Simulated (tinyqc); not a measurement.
# FinFET, parasitic resistance, capacitance and delay: what changes with what

Nf fins under one contact; each has gated perimeter p = 2 Hf + Wf and cross-section A = Hf Wf; contact width Wc = Nf pf, stack height Hs = Hf. Contact length Lc = CPP - Lg - 2 Lsp, shared by two neighbouring gates. Source and drain sides are equal. The formulas are first-order estimates, not field solutions.

Inputs (values chosen for the exercise); values close to those of silicon logic devices:
```
symbol    value        unit                                  meaning
T           300           K                              temperature
Nf            2                                       number of fins
Hf           60          nm                               fin height
Wf            8          nm                                fin width
pf           24          nm                                fin pitch
CPP          42          nm                     contacted gate pitch
Lg           20          nm                              gate length
Lsp           6          nm                            spacer length
ks          5.5                  relative permittivity of the spacer
Hc           20          nm      gate height above the channel stack
rc       1.2e-9    ohm cm^2                      contact resistivity
re      0.00045      ohm cm  resistivity of the source-drain epitaxy
te           30          nm    current-carrying depth of the epitaxy
rx       0.0013      ohm cm             resistivity of the extension
Lov           2          nm                             gate overlap
Cinv        2.2     uF/cm^2                    inversion capacitance
vx        1.1e7        cm/s                       injection velocity
mu          150  cm^2/(V s)                        apparent mobility
VT         0.28           V          threshold at zero drain voltage
dl        0.035         V/V                         barrier lowering
n          1.11                                  subthreshold factor
Cw          0.4          fF                                wire load
Vdd         0.8           V                           supply voltage
```

Constants: q = 1.602176634e-19 C, kB = 1.380649e-23 J/K, eps0 = 8.8541878128e-12 F/m, Vt = kB T/q. Results are converted to the units shown.

Each table varies one quantity; the others keep the values above.

## Effect of the supply voltage

Epitaxy sheet resistance Rsh = re/te, transfer length LT = sqrt(rc/Rsh), contact Rc = [sqrt(rc Rsh)/Wc] coth(Lc/(2 LT)); extension of one fin Rx = rx Lsp/A. With N fins: gate Cg = Cinv p N Lg; per side, plate Cp = ks eps0 [Wc (Hs + Hc) - N A]/Lsp, top fringe Cf = (2/pi) ks eps0 Wc ln(1 + Lg/(2 Lsp)), overlap Co = Cinv p N Lov. One fin: I = p Q vx u/(1 + |u|^1.8)^(1/1.8), Q = Cinv n Vt ln(1 + exp((Vg' - VT + dl Vd')/(n Vt))), u = Vd' mu/(vx Lg), Vg' = Vgs - v, Vd' = Vds - 2 v, with the drop on each side v = Rc (sum of I) + Rx I. Ieff = [I(Vgs = Vdd, Vds = Vdd/2) + I(Vdd/2, Vdd)]/2, total currents. With Cs = Cp + Cf + Co, the load of an inverter of two such devices driving an equal one is CL = 2 (Cg + 2 Cs) + 4 Cs + Cw (own drains counted twice for the Miller effect); delay CL Vdd/(2 Ieff).

The same in every row: Rc (ohm) = 505.2; Rx/N (ohm) = 81.25; CL (aF) = 914.1.

Results:
```
Vdd (V)	Ieff (uA)	delay (ps)
0.45	32.00	6.426
0.65	82.59	3.597
0.75	112.4	3.051
0.85	143.0	2.717
0.95	174.0	2.495
```

Estimate the missing row, Vdd = 0.55 V.

Computed row:
```
Vdd (V)	Ieff (uA)	delay (ps)
0.55	55.09	4.563
```

With this row back in the table: As Vdd goes from 0.45 to 0.95 V, Ieff rises from 32.0 to 174 uA, CL stays at 914 aF and the delay falls from 6.43 to 2.49 ps.

## Effect of the spacer length

Same model as above.

Result of one run:
```
Lsp (nm)	Rc (ohm)	Rx/N (ohm)	Ieff (uA)	CL (aF)	delay (ps)
2	287.1	27.08	155.0	1298	3.348
```

What becomes of these results when the spacer length Lsp is changed from 2 to 4 nm, all else the same?

Result of the changed run:
```
Lsp (nm)	Rc (ohm)	Rx/N (ohm)	Ieff (uA)	CL (aF)	delay (ps)
4	364.4	54.17	143.7	1011	2.814
```

The whole series:
```
Lsp (nm)	Rc (ohm)	Rx/N (ohm)	Ieff (uA)	CL (aF)	delay (ps)
2	287.1	27.08	155.0	1298	3.348
3	320.8	40.62	149.8	1107	2.956
4	364.4	54.17	143.7	1011	2.814
5	422.9	67.71	136.5	952.9	2.793
6	505.2	81.25	127.6	914.1	2.865
8	836.5	108.3	101.4	865.3	3.414
```

As Lsp goes from 2 to 8 nm, Ieff falls from 155 to 101 uA, CL falls from 1300 to 865 aF and the delay goes from 3.35 through a minimum of 2.79 (at Lsp = 5 nm among the rows listed) to 3.41 ps. A thin spacer costs capacitance, a thick one resistance and contact length, hence the minimum. For Lsp = 2 to 3 nm the spacer is under 3.5 nm, where leakage and breakdown between gate and contact would forbid it. At Lsp = 8 nm the contact is under 8 nm long, below what liners and fill allow.

tinyqc, about 0.03 s, one thread, Intel Xeon 2.30GHz (shared host): `OMP_NUM_THREADS=1 python tinyqc.py 2170077 2170078 out.jsonl`
